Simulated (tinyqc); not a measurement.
# Finite-size error of a charged defect in a periodic cell: Madelung and Makov-Payne terms, step by step

A worked calculation. Computed by tinyqc, a small Python program that keeps every step. Command: `OMP_NUM_THREADS=1 python tinyqc.py 3000340 3000341 out.jsonl imagecharge walk`. One thread of a shared host (Intel(R) Xeon(R) Processor @ 2.30GHz), about 0.02 s of CPU time with the checks. Intermediate numbers are printed to about 7 digits and carried at full precision; extremes and crossings named in words are read from the listed rows.

L is the cube root of the cell volume. The defect charge is a Gaussian, rho(r) = q (2 pi sigma^2)^(-3/2) exp(-r^2/2 sigma^2), repeated periodically in a uniform neutralising background and screened by a continuum. The model cell energy is E(L) = E_0 + [periodic - isolated electrostatic energy].

Inputs (values chosen for the exercise, with screening close to that of AlN):
```
quantity                                     value      unit
charge q                                        -1         e
cell length L                                 15.2  angstrom
dielectric constant eps                       8.71         -
width sigma of the defect charge               1.9  angstrom
formation energy of the isolated defect E_0  3.578        eV
```

Supercell lattice: sc. Screening: isotropic.

scatter added to the six cells, standing for numerical noise (meV): 1.1  -1.2  1.3  1.5  -1.6  2.6

Constants: e^2/(4 pi eps_0) = 14.39964548 eV angstrom.

## The cell

Cell vectors: (1,0,0), (0,1,0), (0,0,1), scaled to volume L^3.

cell vectors (rows) (angstrom):
```
      1     2     3
1  15.2   0.0   0.0
2   0.0  15.2   0.0
3   0.0   0.0  15.2
```

nearest image = 15.2 angstrom

## Madelung energy

Ewald sum for a unit point charge: scale each Cartesian component of the cell by 1/sqrt(eps_i), giving R', G' and V'; E = [ (1/2) sum erfc(eta R')/R' + (2 pi/V') sum exp(-G'^2/4 eta^2)/G'^2 - eta/sqrt(pi) - pi/(2 V' eta^2) ] e^2/(4 pi eps_0) / sqrt(eps_x eps_y eps_z), over n_i = -6..6, omitting n = (0,0,0), eta = 2/V'^(1/3). alpha = -2 E eps_g L/(e^2/(4 pi eps_0)), eps_g = (eps_x eps_y eps_z)^(1/3).

terms for a unit charge (eV): real space 0.0015558, reciprocal 0.0095850, self -0.1227284, background -0.0427120

Madelung constant alpha = 2.837297

point-charge correction -q^2 E = 0.1542996 eV

## Energy of the smeared charge in the cell

Periodic energy of the Gaussian: (2 pi q^2/V) sum_(G != 0) exp(-sigma^2 G^2)/(G.eps.G) x e^2/(4 pi eps_0), n_i = -k..k with k = max(9, L/sigma rounded up). Isolated energy: q^2/(2 sqrt(pi) sigma) <1/(n.eps.n)> e^2/(4 pi eps_0), the mean over directions n, here 1/eps.

periodic energy = 0.1018352 eV

isolated energy = 0.2454568 eV

finite-size error = -0.1436217 eV

E(L) = 3.434378 eV

## Makov-Payne correction

Second radial moment Q = q <r^2> = 3 q sigma^2; E(corrected) = E(L) + q^2 alpha e^2/(4 pi eps_0)/(2 eps L) - 2 pi q Q e^2/(4 pi eps_0)/(3 eps L^3). Errors left are the corrected energies less E_0.

Q = -10.83 e angstrom^2

third-order term = -0.01067800 eV

error left after the first term = 0.01067800 eV

error left after both terms = 0 eV

third-order over first-order term, in size = 0.06920302

The point-charge term alone overcorrects by 0.0107 eV, 7 % of itself; both terms together are exact to 1e-7 eV, since the clouds do not overlap.

## A series of cells

Cells of the same shape with L scaled by 0.7, 0.85, 1, 1.25, 1.5 and 2; the scatter is added to E(L). The point-charge correction scales as 1/L from its value at the input L.

Scaling data:
```
L (angstrom)  1/L (1/angstrom)  E(L) (eV)  E(L) + point-charge correction (eV)
10.64               0.09398496   3.389768                             3.610196
12.92               0.07739938   3.412658                             3.594187
15.20               0.06578947   3.435678                             3.589978
19.00               0.05263158   3.461527                             3.584967
22.80               0.04385965   3.476697                             3.579564
30.40               0.03289474   3.504785                             3.581935
```

## Ways to reach the isolated limit

Least-squares fits of E(L) to a + b/L, a + c/L^3 or a + b/L + c/L^3; the estimate is a, and errors are against E_0.

Estimates of E_0:
```
way                              estimate (eV)  error (meV)
largest cell, uncorrected             3.504785    -73.21507
largest cell, point-charge term       3.581935      3.93475
1/L fit, three smallest               3.540086    -37.91392
1/L fit, all six                      3.561628    -16.37224
1/L^3 fit, all six                    3.487823    -90.17694
1/L and 1/L^3, three smallest         3.631848     53.84771
1/L and 1/L^3, all six                3.582921      4.92123
corrected data, 1/L^3 fit             3.578784      0.78402
```

coefficient b of the full fit = -2.452029 eV angstrom

Best here: corrected data, 1/L^3 fit (+0.8 meV); worst: 1/L^3 fit, all six (-90 meV). The fitted b is 104.5 % of the Madelung value -q^2 alpha e^2/(8 pi eps_0 eps_g), so such a fit also measures the screening. A pure 1/L fit lands below E_0, because the positive 1/L^3 term flattens the small-cell points.

Checks made by the program: the same sum with another eta (relative difference below 1e-10); both terms against the exact model when the clouds do not overlap (relative difference below 1e-10).
